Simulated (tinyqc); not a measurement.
Rutherford backscattering from a thin compound film on silicon: kinematics, yields, composition and thickness. Changing the mass of the heavy element at fixed Z and stopping. Computed by tinyqc, a small Python program. Command: `OMP_NUM_THREADS=1 python tinyqc.py 3018070 3018071 out.jsonl rbs sweep`. One thread of a shared host (Intel(R) Xeon(R) Processor @ 2.30GHz), about 0.01 s of CPU time with the checks.

Singly charged helium ions (Z1 = 2, M1 = 4.0026 u) enter at the tilt angle a1 to the normal and leave at a2 = |180 - theta - tilt| in the same plane. The film is A B_x.

Inputs (values chosen for the exercise, modelled on a helium beam on TaN): beam energy E0 = 1.7 MeV; scattering angle theta = 165 degrees; tilt of the sample = 0 degrees; heavy element: stopping eps_A at 2 MeV = 108 1e-15 eV cm^2; light element: mass M_B = 14 u; light element: stopping eps_B at 2 MeV = 34.9 1e-15 eV cm^2; atoms of B per atom of A, x = 0.947; atomic density of the film = 85.6 1/nm^3; film thickness d = 110 nm; detector resolution (FWHM) = 17 keV.

Method:
- Kinematic factor K = [(sqrt(M^2 - M1^2 sin^2 theta) + M1 cos theta)/(M + M1)]^2.
- Surface edges lie at K E0; substrate silicon has M = 28.09 u. Mass resolution at M_A = resolution/(E0 dK/dM).
- Stopping per atom eps(E) = eps(2 MeV) (E/2 MeV)^(-0.4) (a law chosen for the exercise); Bragg rule eps_film = (eps_A + x eps_B)/(1 + x); areal density N d, with 1/nm^2 = 0.1 x 1e15/cm^2.
- Width of the signal of element i: [K_i eps(E0)/cos a1 + eps(K_i E0)/cos a2] N d; depth resolution = resolution x d/width of A; energy lost on the way in = eps(E0) N d/cos a1.

One run for each value:
```
heavy element: mass M_A (u)  mass resolution at M_A (u)  depth resolution (nm)
30                                                 0.95                  13.75
45                                                 1.81                  13.55
60                                                 2.96                  13.39
80                                                 4.94                  13.23
110                                                8.86                  13.09
140                                               13.92                  13.00
170                                               20.13                  12.94
200                                               27.49                  12.89
```

Describe and explain the trends.

Over the rows, mass resolution at M_A (u) rises from 0.952 to 27.5 (exponent d ln y / d ln x 1.6 between the first rows and 1.9 between the last); depth resolution (nm) falls from 13.7 to 12.9 (exponent d ln y / d ln x -0.035 between the first rows and -0.021 between the last). For M much above M1, 1 - K falls as 1/M, so dK/dM falls as 1/M^2.
